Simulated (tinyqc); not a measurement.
Worked calculation: plane-wave Kohn-Sham cycle with exchange-only LDA in a layered model solid. One step of it, computed by the program tinyqc.

Problem. Iteration 2: levels at that k. Diagonalise the Hermitian matrix.

H (hartree):
```
           -2         -1         +0         +1         +2
-2   0.484614  -0.305069  -0.010394  -0.000354  -0.000038
-1  -0.305069  -0.027054  -0.305069  -0.010394  -0.000354
+0  -0.010394  -0.305069  -0.166600  -0.305069  -0.010394
+1  -0.000354  -0.010394  -0.305069   0.065977  -0.305069
+2  -0.000038  -0.000354  -0.010394  -0.305069   0.670675
```

Give: eigenvalues.

Solution.

eigenvalues (hartree): -0.561  -0.109  0.236  0.648  0.813
